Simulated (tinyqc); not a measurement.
Worked calculation: Luttinger-Kohn k.p, four valence bands. Computed by tinyqc, a small Python program that keeps every step. Settings: g1 = 12.9, g2 = 1.03, g3 = 1.94. Command: `OMP_NUM_THREADS=1 python tinyqc.py 24880 24881 out.jsonl` (the two numbers bound the seeds that draw the settings). One thread of a shared host (Intel(R) Xeon(R) Processor @ 2.60GHz), about 0.01 s of CPU time with the checks.

## Bloch Hamiltonian at k

Luttinger parameters chosen for this model; energies are counted downward from the top of the valence band:
```
parameter      value  unit
g1         12.900000
g2          1.030000
g3          1.940000
```

k point k (1/angstrom): -0.00800  -0.02600  -0.04000

P = c g1 k^2, Q = c g2 (kx^2 + ky^2 - 2 kz^2), R = c sqrt3 [-g2 (kx^2 - ky^2) + 2i g3 kx ky], S = 2 c sqrt3 g3 (kx - i ky) kz, c = hbar^2/2m = 3.809982 eV angstrom^2; rows [P+Q, -S, R, 0], [-S*, P-Q, 0, R], [R*, 0, P-Q, S], [0, R*, S*, P+Q]. The path ends lie at |k| = 0.04 1/angstrom.

H(k) at k (eV):
```
                    3/2                1/2              -1/2              -3/2
3/2             0.10535  -0.00819+0.02663i  0.00416+0.00533i           0.00000
1/2   -0.00819-0.02663i            0.12466           0.00000  0.00416+0.00533i
-1/2   0.00416-0.00533i            0.00000           0.12466  0.00819-0.02663i
-3/2            0.00000   0.00416-0.00533i  0.00819+0.02663i           0.10535
```

## Levels at k

Diagonalise the Hermitian matrix.

eigenvalues (eV): 0.08476  0.08476  0.14526  0.14526

## Bands along a path

The same steps at evenly spaced points between the labelled ones.

Bands along the path (eV):
```
k              band 1   band 2   band 3   band 4
[111]         0.05499  0.05499  0.10229  0.10229
[111]-G 0.33  0.02444  0.02444  0.04546  0.04546
[111]-G 0.67  0.00611  0.00611  0.01137  0.01137
G             0.00000  0.00000  0.00000  0.00000
G-[100] 0.33  0.00734  0.00734  0.01013  0.01013
G-[100] 0.67  0.02937  0.02937  0.04053  0.04053
[100]         0.06608  0.06608  0.09120  0.09120
```

## Hole masses

E = c [g1 k^2 -/+ 2 sqrt(g2^2 k^4 + 3 (g3^2 - g2^2)(kx^2 ky^2 + ky^2 kz^2 + kz^2 kx^2))] with c = hbar^2/2m, and m* = hbar^2 k^2 / (2 E).

Masses (electron masses):
```
direction    heavy    light
[100]      0.09225  0.06684
[110]      0.10655  0.06092
[111]      0.11086  0.05959
```
